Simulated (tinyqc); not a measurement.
Changing the planarisation length: chemical-mechanical planarisation: Preston law, pattern density and step-height reduction. Computed by tinyqc, a small Python program. Command: `OMP_NUM_THREADS=1 python tinyqc.py 3003729 3003730 out.jsonl cmp sweep`. One thread of a shared host (Intel(R) Xeon(R) Processor @ 2.30GHz), about 0.01 s of CPU time with the checks.

A row of 8 cells, repeated periodically, holds raised features that cover a share rho of each cell.

Inputs (values chosen for the exercise, close to those used for copper polishing):
```
quantity                          value  unit
Preston coefficient K           9.1e-14  1/Pa
pressure P                           35   kPa
platen and carrier speed             60   rpm
distance between the centres         20    cm
initial step height h0              610    nm
contact height h_c                   76    nm
film above the raised areas z0     1100    nm
cell size                          0.98    mm
polish time t                       150     s
```

local pattern densities, cell by cell: 0.8  0.2  0.5  0.25  0.8  0.7  0.3  0.5

Method:
- With equal rotation speeds the relative speed is uniform, v = omega r_c; Preston rate R0 = K P v.
- The stiff pad averages the density: rho_eff(i) = sum_j w_ij rho_j / sum_j w_ij, w = exp(-2 d^2/L^2), L the planarisation length and d the distance between cell centres, summed over all periodic images of cell j.
- While h > h_c only raised areas polish, at R0/rho_eff, until t_c = rho_eff (h0 - h_c)/R0. After that h = h_c exp(-(t - t_c)/tau), tau = rho_eff h_c/R0; low areas polish at R0 (1 - h/h_c) and raised areas at R0 [1 + (1 - rho_eff) h/(rho_eff h_c)]. Removed from raised areas after t_c: h0 - h_c + R0 (t - t_c) + (1 - rho_eff)(h_c - h); from low areas: R0 (t - t_c) - rho_eff (h_c - h). Film left = z0 less the removal from raised areas.

One run for each value; columns: (1) planarisation length (mm); (2) range of film left across the row (nm); (3) largest remaining step (nm); (4) thinnest film left (nm):
```
(1)     (2)    (3)    (4)
0.29  366.9  4.405   11.6
0.43  366.9  4.404   11.7
0.62  360.5  4.174   15.3
1.30  179.3  0.642  118.9
1.90  124.2  0.166  131.9
2.80   67.6  0.060  162.2
4.00   30.3  0.030  183.5
5.90    6.7  0.017  195.1
```

Give the missing row, planarisation length (mm) = 0.90.

Computed row; columns: (1) planarisation length (mm); (2) range of film left across the row (nm); (3) largest remaining step (nm); (4) thinnest film left (nm):
```
(1)     (2)    (3)   (4)
0.90  292.1  2.243  54.8
```

Interpolating between the two neighbouring rows (the first column on a logarithmic scale, the others too where they are positive) misses most in largest remaining step (nm), by 27 %. Over the rows, range of film left across the row (nm) falls from 367 to 6.69; largest remaining step (nm) falls from 4.40 to 0.0169 (exponent d ln y / d ln x -6.3e-4 between the first rows and -1.5 between the last); thinnest film left (nm) rises from 11.6 to 195 (exponent d ln y / d ln x 0.0037 between the first rows and 0.16 between the last). A long planarisation length makes every cell see the mean density.

Extremes, crossings and ranges named in words are read from the listed rows.
